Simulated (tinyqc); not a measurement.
UHF in the 3-21g basis, for H3, spin multiplicity 2, step by step (part 2 of 3). Computed by tinyqc, a small Python program that keeps every step (integrals from PySCF). Command: `OMP_NUM_THREADS=1 python tinyqc.py 24942 24943 out.jsonl` (the two numbers bound the seeds that draw the settings). One thread of a shared host (Intel(R) Xeon(R) Processor @ 2.60GHz), about 0.1 s of CPU time with the checks.

Geometry (angstrom):

| atom | x | y | z |
|---|---|---|---|
| H | 0.000000 | 0.000000 | 0.000000 |
| H | 0.000000 | 0.000000 | 0.864000 |
| H | 0.000000 | 0.748000 | 0.432000 |

## Iteration 2: DIIS over 2 matrices

error matrix X^T (FDS - SDF) X (alpha):
```
           1          2          3          4          5          6
1   0.000000   0.062865   0.000000  -0.094893  -0.011672  -0.023882
2  -0.062865   0.000000   0.094893   0.000000   0.003158  -0.008052
3   0.000000  -0.094893   0.000000   0.062865  -0.011672  -0.023882
4   0.094893   0.000000  -0.062865   0.000000   0.003158  -0.008052
5   0.011672  -0.003158   0.011672  -0.003158   0.000000  -0.010579
6   0.023882   0.008052   0.023882   0.008052   0.010579   0.000000
```

B (overlaps of the stored error matrices):
```
               1              2
1  5.9480979e-01  1.8557162e-01
2  1.8557162e-01  6.6499866e-02
```

Minimise |sum c_i e_i|^2 with sum c_i = 1: solve [B -1; -1 0][c; lambda] = [0; -1] with B_ij = tr e_i^T e_j summed over both spins, and take F = sum c_i F_i.

DIIS coefficients: -0.410357  1.410357

extrapolated F(alpha) (hartree):
```
           1H 1s      1H 2s      2H 1s      2H 2s      3H 1s      3H 2s
1H 1s  -0.135072  -0.665765  -0.456722  -0.516566  -0.537507  -0.573418
1H 2s  -0.665765  -0.540917  -0.516566  -0.508100  -0.545147  -0.535033
2H 1s  -0.456722  -0.516566  -0.135072  -0.665765  -0.537507  -0.573418
2H 2s  -0.516566  -0.508100  -0.665765  -0.540917  -0.545147  -0.535033
3H 1s  -0.537507  -0.545147  -0.537507  -0.545147   0.032238  -0.557083
3H 2s  -0.573418  -0.535033  -0.573418  -0.535033  -0.557083  -0.483029
```

extrapolated F(beta) (hartree):
```
           1H 1s      1H 2s      2H 1s      2H 2s      3H 1s      3H 2s
1H 1s   0.160385  -0.462691  -0.459388  -0.469788  -0.507587  -0.486839
1H 2s  -0.462691  -0.380780  -0.469788  -0.439530  -0.545682  -0.468246
2H 1s  -0.459388  -0.469788   0.160385  -0.462691  -0.507587  -0.486839
2H 2s  -0.469788  -0.439530  -0.462691  -0.380780  -0.545682  -0.468246
3H 1s  -0.507587  -0.545682  -0.507587  -0.545682  -0.033927  -0.588148
3H 2s  -0.486839  -0.468246  -0.486839  -0.468246  -0.588148  -0.458195
```

## Iteration 2: diagonalisation and new density

X:
```
           1H 1s      1H 2s      2H 1s      2H 2s      3H 1s      3H 2s
1H 1s   1.254577  -0.491774  -0.071596   0.031521  -0.071717   0.031540
1H 2s  -0.491774   1.955669   0.031521  -0.560455   0.031555  -0.560803
2H 1s  -0.071596   0.031521   1.254577  -0.491774  -0.071717   0.031540
2H 2s   0.031521  -0.560455  -0.491774   1.955669   0.031555  -0.560803
3H 1s  -0.071717   0.031555  -0.071717   0.031555   1.254599  -0.491783
3H 2s   0.031540  -0.560803   0.031540  -0.560803  -0.491783   1.955962
```

Diagonalise F' = X^T F X, C = X C', fill 2 alpha and 1 beta electrons from the bottom; D(s) = C_occ C_occ^T. Each column has its largest component positive (the first on a tie).

F' = X^T F X (alpha) (hartree):
```
           1          2          3          4          5          6
1   0.530605  -0.725123  -0.233187  -0.006409  -0.326820  -0.112648
2  -0.725123   0.188840  -0.006409  -0.084374  -0.093975  -0.176028
3  -0.233187  -0.006409   0.530605  -0.725123  -0.326820  -0.112648
4  -0.006409  -0.084374  -0.725123   0.188840  -0.093975  -0.176028
5  -0.326820  -0.093975  -0.326820  -0.093975   0.683316  -0.593620
6  -0.112648  -0.176028  -0.112648  -0.176028  -0.593620   0.292188
```

orbital energies (alpha) (hartree): MO1 -0.863640, MO2 -0.240916, MO3 0.161438, MO4 0.785136, MO5 1.277922, MO6 1.294453

coefficients C (alpha):
```
            MO1        MO2        MO3        MO4        MO5        MO6
1H 1s  0.278303   0.244638  -0.088531   0.634210  -0.977977   0.569442
1H 2s  0.183846   1.231758  -0.765691  -0.511300   1.336088  -0.716390
2H 1s  0.278303  -0.244638  -0.088531   0.634210   0.977977   0.569442
2H 2s  0.183846  -1.231758  -0.765691  -0.511300  -1.336088  -0.716390
3H 1s  0.245631   0.000000   0.202445   0.631961   0.000000  -1.152152
3H 2s  0.156117   0.000000   1.540819  -0.515411   0.000000   1.426353
```

F' = X^T F X (beta) (hartree):
```
           1          2          3          4          5          6
1   0.789130  -0.565093  -0.307124  -0.083252  -0.324652  -0.087725
2  -0.565093   0.355000  -0.083252  -0.167973  -0.116279  -0.169959
3  -0.307124  -0.083252   0.789130  -0.565093  -0.324652  -0.087725
4  -0.083252  -0.167973  -0.565093   0.355000  -0.116279  -0.169959
5  -0.324652  -0.116279  -0.324652  -0.116279   0.621933  -0.625899
6  -0.087725  -0.169959  -0.087725  -0.169959  -0.625899   0.283602
```

orbital energies (beta) (hartree): MO1 -0.744300, MO2 0.187118, MO3 0.248959, MO4 0.821358, MO5 1.310392, MO6 1.370268

coefficients C (beta):
```
            MO1        MO2        MO3        MO4        MO5        MO6
1H 1s  0.229301  -0.112453   0.141911   0.605530   0.616348  -0.998072
1H 2s  0.135063  -0.790496   1.363661  -0.467714  -0.729961   1.201161
2H 1s  0.229301  -0.112453  -0.141911   0.605530   0.616348   0.998072
2H 2s  0.135063  -0.790496  -1.363661  -0.467714  -0.729961  -1.201161
3H 1s  0.312137   0.163497   0.000000   0.697179  -1.103597   0.000000
3H 2s  0.274079   1.524532   0.000000  -0.593130   1.395531   0.000000
```

D(alpha) after iteration 2:
```
           1H 1s      1H 2s      2H 1s      2H 2s     3H 1s     3H 2s
1H 1s   0.137301   0.352501   0.017605  -0.250170  0.068360  0.043448
1H 2s   0.352501   1.551028  -0.250170  -1.483429  0.045158  0.028702
2H 1s   0.017605  -0.250170   0.137301   0.352501  0.068360  0.043448
2H 2s  -0.250170  -1.483429   0.352501   1.551028  0.045158  0.028702
3H 1s   0.068360   0.045158   0.068360   0.045158  0.060334  0.038347
3H 2s   0.043448   0.028702   0.043448   0.028702  0.038347  0.024372
```

D(beta) after iteration 2:
```
          1H 1s     1H 2s     2H 1s     2H 2s     3H 1s     3H 2s
1H 1s  0.052579  0.030970  0.052579  0.030970  0.071573  0.062847
1H 2s  0.030970  0.018242  0.030970  0.018242  0.042158  0.037018
2H 1s  0.052579  0.030970  0.052579  0.030970  0.071573  0.062847
2H 2s  0.030970  0.018242  0.030970  0.018242  0.042158  0.037018
3H 1s  0.071573  0.042158  0.071573  0.042158  0.097430  0.085550
3H 2s  0.062847  0.037018  0.062847  0.037018  0.085550  0.075119
```

## Iteration 3: building the Fock matrix

core Hamiltonian H = T + V (hartree):
```
           1H 1s      1H 2s      2H 1s      2H 2s      3H 1s      3H 2s
1H 1s  -1.393575  -1.265433  -0.782364  -0.943628  -0.782716  -0.943789
1H 2s  -1.265433  -1.434515  -0.943628  -1.237564  -0.943832  -1.237690
2H 1s  -0.782364  -0.943628  -1.393575  -1.265433  -0.782716  -0.943789
2H 2s  -0.943628  -1.237564  -1.265433  -1.434515  -0.943832  -1.237690
3H 1s  -0.782716  -0.943832  -0.782716  -0.943832  -1.393722  -1.265517
3H 2s  -0.943789  -1.237690  -0.943789  -1.237690  -1.265517  -1.434578
```

nuclear repulsion = 1.83772291 hartree

Given earlier and not repeated: Two-electron integrals (ij|kl) in chemists' order.

J_ij = sum D_kl (ij|kl) with D = D(alpha) + D(beta), K_ij = sum D_kl (ik|jl) for each spin; F = H + J - K(s); E = tr D H + tr D J / 2 - 0.5 sum_s tr D(s) K(s) + E_nn.

Coulomb J (hartree):
```
          1H 1s     1H 2s     2H 1s     2H 2s     3H 1s     3H 2s
1H 1s  1.943732  1.162460  0.600416  0.800696  0.598083  0.801563
1H 2s  1.162460  1.449238  0.800696  1.180106  0.783594  1.173731
2H 1s  0.600416  0.800696  1.943732  1.162460  0.598083  0.801563
2H 2s  0.800696  1.180106  1.162460  1.449238  0.783594  1.173731
3H 1s  0.598083  0.783594  0.598083  0.783594  1.866500  1.123822
3H 2s  0.801563  1.173731  0.801563  1.173731  1.123822  1.419563
```

exchange K(alpha) (hartree):
```
          1H 1s     1H 2s     2H 1s     2H 2s     3H 1s     3H 2s
1H 1s  0.663266  0.544378  0.272041  0.371438  0.340114  0.418239
1H 2s  0.544378  0.543511  0.371438  0.445618  0.372899  0.461017
2H 1s  0.272041  0.371438  0.663266  0.544378  0.340114  0.418239
2H 2s  0.371438  0.445618  0.544378  0.543511  0.372899  0.461017
3H 1s  0.340114  0.372899  0.340114  0.372899  0.426424  0.399679
3H 2s  0.418239  0.461017  0.418239  0.461017  0.399679  0.456713
```

exchange K(beta) (hartree):
```
          1H 1s     1H 2s     2H 1s     2H 2s     3H 1s     3H 2s
1H 1s  0.390694  0.361713  0.288793  0.330695  0.327458  0.346366
1H 2s  0.361713  0.388410  0.330695  0.375960  0.382116  0.397278
2H 1s  0.288793  0.330695  0.390694  0.361713  0.327458  0.346366
2H 2s  0.330695  0.375960  0.361713  0.388410  0.382116  0.397278
3H 1s  0.327458  0.382116  0.327458  0.382116  0.512952  0.441511
3H 2s  0.346366  0.397278  0.346366  0.397278  0.441511  0.435455
```

F(alpha) (hartree):
```
           1H 1s      1H 2s      2H 1s      2H 2s      3H 1s      3H 2s
1H 1s  -0.113108  -0.647350  -0.453990  -0.514370  -0.524748  -0.560464
1H 2s  -0.647350  -0.528788  -0.514370  -0.503076  -0.533137  -0.524976
2H 1s  -0.453990  -0.514370  -0.113108  -0.647350  -0.524748  -0.560464
2H 2s  -0.514370  -0.503076  -0.647350  -0.528788  -0.533137  -0.524976
3H 1s  -0.524748  -0.533137  -0.524748  -0.533137   0.046354  -0.541374
3H 2s  -0.560464  -0.524976  -0.560464  -0.524976  -0.541374  -0.471727
```

F(beta) (hartree):
```
           1H 1s      1H 2s      2H 1s      2H 2s      3H 1s      3H 2s
1H 1s   0.159463  -0.464685  -0.470741  -0.473627  -0.512091  -0.488591
1H 2s  -0.464685  -0.373687  -0.473627  -0.433418  -0.542355  -0.461237
2H 1s  -0.470741  -0.473627   0.159463  -0.464685  -0.512091  -0.488591
2H 2s  -0.473627  -0.433418  -0.464685  -0.373687  -0.542355  -0.461237
3H 1s  -0.512091  -0.542355  -0.512091  -0.542355  -0.040174  -0.583206
3H 2s  -0.488591  -0.461237  -0.488591  -0.461237  -0.583206  -0.450470
```

total energy of this density = -1.45464484 hartree

## Iteration 3: DIIS over 3 matrices

error matrix X^T (FDS - SDF) X (alpha):
```
           1          2          3          4          5          6
1   0.000000   0.011005   0.000000  -0.003286  -0.000583   0.000769
2  -0.011005   0.000000   0.003286   0.000000  -0.004161  -0.002998
3   0.000000  -0.003286   0.000000   0.011005  -0.000583   0.000769
4   0.003286   0.000000  -0.011005   0.000000  -0.004161  -0.002998
5   0.000583   0.004161   0.000583   0.004161   0.000000   0.001283
6  -0.000769   0.002998  -0.000769   0.002998  -0.001283   0.000000
```

B (overlaps of the stored error matrices):
```
               1              2              3
1  5.9480979e-01  1.8557162e-01  1.2584927e-02
2  1.8557162e-01  6.6499866e-02  6.0992902e-03
3  1.2584927e-02  6.0992902e-03  1.0608496e-03
```

As before.

DIIS coefficients: 0.061441  -0.277399  1.215958

extrapolated F(alpha) (hartree):
```
           1H 1s      1H 2s      2H 1s      2H 2s      3H 1s      3H 2s
1H 1s  -0.108659  -0.644708  -0.456389  -0.514959  -0.523071  -0.558663
1H 2s  -0.644708  -0.527593  -0.514959  -0.502585  -0.531091  -0.523379
2H 1s  -0.456389  -0.514959  -0.108659  -0.644708  -0.523071  -0.558663
2H 2s  -0.514959  -0.502585  -0.644708  -0.527593  -0.531091  -0.523379
3H 1s  -0.523071  -0.531091  -0.523071  -0.531091   0.048845  -0.538414
3H 2s  -0.558663  -0.523379  -0.558663  -0.523379  -0.538414  -0.469529
```

extrapolated F(beta) (hartree):
```
           1H 1s      1H 2s      2H 1s      2H 2s      3H 1s      3H 2s
1H 1s   0.155733  -0.466533  -0.474173  -0.475426  -0.514476  -0.490152
1H 2s  -0.466533  -0.372849  -0.475426  -0.432703  -0.542869  -0.460438
2H 1s  -0.474173  -0.475426   0.155733  -0.466533  -0.514476  -0.490152
2H 2s  -0.475426  -0.432703  -0.466533  -0.372849  -0.542869  -0.460438
3H 1s  -0.514476  -0.542869  -0.514476  -0.542869  -0.043758  -0.583764
3H 2s  -0.490152  -0.460438  -0.490152  -0.460438  -0.583764  -0.449715
```

## Iteration 3: diagonalisation and new density

As before.

F' = X^T F X (alpha) (hartree):
```
           1          2          3          4          5          6
1   0.548737  -0.703010  -0.236067  -0.026141  -0.320672  -0.104528
2  -0.703010   0.191934  -0.026141  -0.086639  -0.091556  -0.174590
3  -0.236067  -0.026141   0.548737  -0.703010  -0.320672  -0.104528
4  -0.026141  -0.086639  -0.703010   0.191934  -0.091556  -0.174590
5  -0.320672  -0.091556  -0.320672  -0.091556   0.688180  -0.580228
6  -0.104528  -0.174590  -0.104528  -0.174590  -0.580228   0.289352
```

orbital energies (alpha) (hartree): MO1 -0.840550, MO2 -0.190959, MO3 0.161661, MO4 0.783123, MO5 1.254336, MO6 1.291264

coefficients C (alpha):
```
            MO1        MO2        MO3        MO4        MO5        MO6
1H 1s  0.274567   0.230454  -0.091204   0.625935  -0.981416   0.579894
1H 2s  0.193392   1.250973  -0.761113  -0.506385   1.318114  -0.722223
2H 1s  0.274567  -0.230454  -0.091204   0.625935   0.981416   0.579894
2H 2s  0.193392  -1.250973  -0.761113  -0.506385  -1.318114  -0.722223
3H 1s  0.241678   0.000000   0.195021   0.653388   0.000000  -1.142274
3H 2s  0.146012   0.000000   1.550660  -0.521636   0.000000   1.414445
```

F' = X^T F X (beta) (hartree):
```
           1          2          3          4          5          6
1   0.790888  -0.570515  -0.320997  -0.086676  -0.331009  -0.088798
2  -0.570515   0.364927  -0.086676  -0.163074  -0.114101  -0.166041
3  -0.320997  -0.086676   0.790888  -0.570515  -0.331009  -0.088798
4  -0.086676  -0.163074  -0.570515   0.364927  -0.114101  -0.166041
5  -0.331009  -0.114101  -0.331009  -0.114101   0.604987  -0.616160
6  -0.088798  -0.166041  -0.088798  -0.166041  -0.616160   0.283602
```

orbital energies (beta) (hartree): MO1 -0.747972, MO2 0.187013, MO3 0.254849, MO4 0.816847, MO5 1.304446, MO6 1.385037

coefficients C (beta):
```
            MO1        MO2        MO3        MO4        MO5        MO6
1H 1s  0.238206  -0.115473   0.138790   0.584456   0.632544  -0.998511
1H 2s  0.130802  -0.786526   1.367410  -0.451827  -0.744879   1.196892
2H 1s  0.238206  -0.115473  -0.138790   0.584456   0.632544   0.998511
2H 2s  0.130802  -0.786526  -1.367410  -0.451827  -0.744879  -1.196892
3H 1s  0.317673   0.163622   0.000000   0.725253  -1.083728   0.000000
3H 2s  0.264265   1.525502   0.000000  -0.629074   1.380543   0.000000
```

D(alpha) after iteration 3:
```
           1H 1s      1H 2s      2H 1s      2H 2s     3H 1s     3H 2s
1H 1s   0.128496   0.341391   0.022278  -0.235192  0.066357  0.040090
1H 2s   0.341391   1.602334  -0.235192  -1.527533  0.046739  0.028238
2H 1s   0.022278  -0.235192   0.128496   0.341391  0.066357  0.040090
2H 2s  -0.235192  -1.527533   0.341391   1.602334  0.046739  0.028238
3H 1s   0.066357   0.046739   0.066357   0.046739  0.058408  0.035288
3H 2s   0.040090   0.028238   0.040090   0.028238  0.035288  0.021320
```

D(beta) after iteration 3:
```
          1H 1s     1H 2s     2H 1s     2H 2s     3H 1s     3H 2s
1H 1s  0.056742  0.031158  0.056742  0.031158  0.075672  0.062949
1H 2s  0.031158  0.017109  0.031158  0.017109  0.041552  0.034566
2H 1s  0.056742  0.031158  0.056742  0.031158  0.075672  0.062949
2H 2s  0.031158  0.017109  0.031158  0.017109  0.041552  0.034566
3H 1s  0.075672  0.041552  0.075672  0.041552  0.100916  0.083950
3H 2s  0.062949  0.034566  0.062949  0.034566  0.083950  0.069836
```

## Iteration 4: building the Fock matrix

As before.

Coulomb J (hartree):
```
          1H 1s     1H 2s     2H 1s     2H 2s     3H 1s     3H 2s
1H 1s  1.941090  1.161135  0.599750  0.799782  0.597039  0.800483
1H 2s  1.161135  1.448078  0.799782  1.179038  0.781982  1.172137
2H 1s  0.599750  0.799782  1.941090  1.161135  0.597039  0.800483
2H 2s  0.799782  1.179038  1.161135  1.448078  0.781982  1.172137
3H 1s  0.597039  0.781982  0.597039  0.781982  1.862147  1.121289
3H 2s  0.800483  1.172137  0.800483  1.172137  1.121289  1.416996
```

exchange K(alpha) (hartree):
```
          1H 1s     1H 2s     2H 1s     2H 2s     3H 1s     3H 2s
1H 1s  0.655398  0.542156  0.273007  0.371151  0.336929  0.416034
1H 2s  0.542156  0.544857  0.371151  0.446566  0.370354  0.460540
2H 1s  0.273007  0.371151  0.655398  0.542156  0.336929  0.416034
2H 2s  0.371151  0.446566  0.542156  0.544857  0.370354  0.460540
3H 1s  0.336929  0.370354  0.336929  0.370354  0.420261  0.395636
3H 2s  0.416034  0.460540  0.416034  0.460540  0.395636  0.454670
```

exchange K(beta) (hartree):
```
          1H 1s     1H 2s     2H 1s     2H 2s     3H 1s     3H 2s
1H 1s  0.397343  0.364631  0.293474  0.333367  0.330847  0.348502
1H 2s  0.364631  0.387754  0.333367  0.375399  0.382728  0.395810
2H 1s  0.293474  0.333367  0.397343  0.364631  0.330847  0.348502
2H 2s  0.333367  0.375399  0.364631  0.387754  0.382728  0.395810
3H 1s  0.330847  0.382728  0.330847  0.382728  0.515251  0.441252
3H 2s  0.348502  0.395810  0.348502  0.395810  0.441252  0.432752
```

F(alpha) (hartree):
```
           1H 1s      1H 2s      2H 1s      2H 2s      3H 1s      3H 2s
1H 1s  -0.107882  -0.646454  -0.455621  -0.514997  -0.522606  -0.559340
1H 2s  -0.646454  -0.531294  -0.514997  -0.505091  -0.532204  -0.526092
2H 1s  -0.455621  -0.514997  -0.107882  -0.646454  -0.522606  -0.559340
2H 2s  -0.514997  -0.505091  -0.646454  -0.531294  -0.532204  -0.526092
3H 1s  -0.522606  -0.532204  -0.522606  -0.532204   0.048164  -0.539863
3H 2s  -0.559340  -0.526092  -0.559340  -0.526092  -0.539863  -0.472252
```

F(beta) (hartree):
```
           1H 1s      1H 2s      2H 1s      2H 2s      3H 1s      3H 2s
1H 1s   0.150173  -0.468928  -0.476088  -0.477214  -0.516525  -0.491808
1H 2s  -0.468928  -0.374191  -0.477214  -0.433924  -0.544578  -0.461362
2H 1s  -0.476088  -0.477214   0.150173  -0.468928  -0.516525  -0.491808
2H 2s  -0.477214  -0.433924  -0.468928  -0.374191  -0.544578  -0.461362
3H 1s  -0.516525  -0.544578  -0.516525  -0.544578  -0.046826  -0.585479
3H 2s  -0.491808  -0.461362  -0.491808  -0.461362  -0.585479  -0.450334
```

total energy of this density = -1.45520664 hartree

## Iteration 4: DIIS over 3 matrices

error matrix X^T (FDS - SDF) X (alpha):
```
           1         2          3         4          5          6
1   0.000000  0.001763   0.000000  0.000976   0.000349   0.001009
2  -0.001763  0.000000  -0.000976  0.000000  -0.000890  -0.000288
3   0.000000  0.000976   0.000000  0.001763   0.000349   0.001009
4  -0.000976  0.000000  -0.001763  0.000000  -0.000890  -0.000288
5  -0.000349  0.000890  -0.000349  0.000890   0.000000   0.000582
6  -0.001009  0.000288  -0.001009  0.000288  -0.000582   0.000000
```

B (overlaps of the stored error matrices):
```
               1              2              3
1  6.6499866e-02  6.0992902e-03  4.0136973e-04
2  6.0992902e-03  1.0608496e-03  1.8002166e-04
3  4.0136973e-04  1.8002166e-04  4.6070296e-05
```

As before.

DIIS coefficients: 0.026451  -0.376400  1.349949

extrapolated F(alpha) (hartree):
```
           1H 1s      1H 2s      2H 1s      2H 2s      3H 1s      3H 2s
1H 1s  -0.106517  -0.646094  -0.455070  -0.514850  -0.521763  -0.558891
1H 2s  -0.646094  -0.531923  -0.514850  -0.505692  -0.531977  -0.526520
2H 1s  -0.455070  -0.514850  -0.106517  -0.646094  -0.521763  -0.558891
2H 2s  -0.514850  -0.505692  -0.646094  -0.531923  -0.531977  -0.526520
3H 1s  -0.521763  -0.531977  -0.521763  -0.531977   0.048647  -0.539577
3H 2s  -0.558891  -0.526520  -0.558891  -0.526520  -0.539577  -0.472638
```

extrapolated F(beta) (hartree):
```
           1H 1s      1H 2s      2H 1s      2H 2s      3H 1s      3H 2s
1H 1s   0.148357  -0.469795  -0.477268  -0.477980  -0.517393  -0.492415
1H 2s  -0.469795  -0.374278  -0.477980  -0.434021  -0.544951  -0.461307
2H 1s  -0.477268  -0.477980   0.148357  -0.469795  -0.517393  -0.492415
2H 2s  -0.477980  -0.434021  -0.469795  -0.374278  -0.544951  -0.461307
3H 1s  -0.517393  -0.544951  -0.517393  -0.544951  -0.048096  -0.585757
3H 2s  -0.492415  -0.461307  -0.492415  -0.461307  -0.585757  -0.450126
```
